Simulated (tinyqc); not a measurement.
Surface orientation and number of bands: six-band hole subbands of a thin body in a field.

Basis X, Y, Z times spin, hole energies counted downwards from the unstrained edge (the hydrostatic shift is left out), c = hbar^2/2m0. For a symmetric tensor T let C(T) have C_XX = L Txx + M (Tyy + Tzz), C_XY = N Txy (cyclic), L = c (g1 + 4 g2), M = c (g1 - 2 g2), N = 6 c g3. k = q + kz n, n the unit normal, q = k1 u + k2 v with u along the channel [1-10] and v = n x u. H = C(k k^T) + (Dso/3)(1 - L.sigma) - B + e F z with (L_k)_ij = -i epsilon_kij; B is the block C built from the traceless strain with 2b, -b and sqrt(3) d in place of L, M, N. Strain: exx = eyy = (s11 + s12) sx/2, ezz = s12 sx, exy = -s44 sx/4. Hard walls at z = 0 and t; basis sin(j pi z/t), j = 1 to Nz: kz^2 = (j pi/t)^2, kz = -i D with D_jl = 4 j l/(t (j^2 - l^2)), z_jj = t/2 and z_jl = -8 t j l/(pi (j^2 - l^2))^2 for j + l odd; 1 MV/cm = 0.01 eV/angstrom.

Nz = 14. E1 is the top subband at q = 0, gap the distance to the next pair, and the masses are c q^2/(E(q) - E1) at |q| = 0.02 1/angstrom (mean of the spin pair) along the channel [1-10] and across it in the plane; a dash marks a band that does not rise.

Constants: hbar^2/2m0 = 3.80998211 eV angstrom^2.

Parameters, chosen for this exercise (near those of a p-type Si channel; not measured data):
- g1 = 4.3 (Luttinger gamma1)
- g2 = 0.34 (gamma2)
- g3 = 1.44 (gamma3)
- Dso = 0.044 eV (spin-orbit splitting)
- b = -2.12 eV (tetragonal potential)
- d = -4.84 eV (trigonal potential)
- S = (7.83, -2.16, 12.77) 1/TPa (compliances s11, s12, s44)
- t = 75 angstrom (body thickness)
- F = 0.2 MV/cm (field across the body)
- sx = 1 GPa (stress along the channel [1-10], negative in compression)

Three faces, six bands; and four bands, with Dso set to 1000 eV.

Results:
```
case           E1 (meV)  gap (meV)  m channel  m across
(001) 6 bands      78.1       22.0      2.195     0.258
(001) 4 bands      79.3       32.3      1.375     0.190
(110) 6 bands      74.1       17.3      0.227     0.280
(110) 4 bands      78.1       28.6      0.207     0.270
(111) 6 bands      55.4       49.1      0.514     0.154
(111) 4 bands      68.4       41.8      0.268     0.167
```

With six bands the top subband is shallowest on (111) (55.4 meV) and deepest on (001). Without the stress E1 would be 89.8, 51.0 and 65.2 meV, so the stress moves it by -11.7, 23.1 and -9.7 meV. The lightest channel mass is on (110) (0.227 m0). Dropping the split-off band moves E1 by 1.2, 4.0 and 13.0 meV and the gap by 10.2, 11.2 and -7.2 meV on the three faces, with Dso = 44 meV.

Program tinyqc; command `OMP_NUM_THREADS=1 python tinyqc.py 1281772 1281773 out.jsonl`; about 0.4 s on one thread of a shared Intel(R) Xeon(R) Processor @ 2.30GHz.
